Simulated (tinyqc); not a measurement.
Adding atomic layers: valley splitting of a silicon quantum well in envelope theory.

The well lies at 0 < z < L; U(z) = V0 [1/(1 + exp(z/w)) + 1/(1 + exp((L - z)/w))] - e F z, 1 mV/nm = 1e-4 eV/angstrom. The envelope psi solves -(c/ml) psi'' + U psi = E psi, c = hbar^2/2m0, by three-point differences on a grid of 0.1 angstrom from -40 to L + 40 angstrom. The two valleys at +/- k0 couple through D = C0 times the integral of exp(-i q z) U(z) psi^2, q = 2 k0 (2 pi/a), and split by Ev = 2|D|.

Constants: hbar^2/2m0 = 3.80998211 eV angstrom^2.

Inputs chosen for the exercise (near those of a strained Si well in SiGe; shifted at random, so the results belong to these values and not to a real crystal):
- V0 = 0.2 eV (conduction offset)
- ml = 0.928 m0 (mass along z)
- F = 4.6 mV/nm (field pressing towards the upper interface)
- k0 = 0.847 2 pi/a (valley position)
- a = 5.431 angstrom (lattice constant)
- C0 = 0.243 (Bloch overlap factor)
- Ls = (104, 105.4, 106.7, 108.1, 109.4, 110.8, 112.1, 113.5) angstrom (widths in steps of one atomic layer, a/4, rounded to the grid)
- F2 = 0.5 mV/nm (second field, zero or weak)
- w1 = 0.5 angstrom (interface width for this table)

The smooth splitting Ev = 2|D| with w = w1, at the field F2 and at F.

Results:
```
L (angstrom)  q L mod 2 pi  Ev at F2 (micro-eV)  Ev at F (micro-eV)
104.0                 2.76                 6.09                32.5
105.4                 5.50                 7.30                32.5
106.7                 1.77                 3.81                32.5
108.1                 4.51                 7.66                32.5
109.4                 0.77                 3.94                32.5
110.8                 3.52                 6.61                32.5
112.1                 6.07                 5.53                32.5
113.5                 2.53                 4.80                32.5
```

How do the results move, and what explains it?

At F2 the splitting swings between 3.81 and 7.66 micro-eV, a ratio of 2.01, as the two interfaces add with the phase q L, which advances on average by 2.66 rad a layer. At F the ratio is 1.00, where in the first row psi^2 at the upper interface is 1.34e+03 times that at the lower one: one interface dominates and the interference fades.

tinyqc: `OMP_NUM_THREADS=1 python tinyqc.py 1250674 1250675 out.jsonl`; about 0.2 s, one thread, shared Intel(R) Xeon(R) Processor @ 2.30GHz.
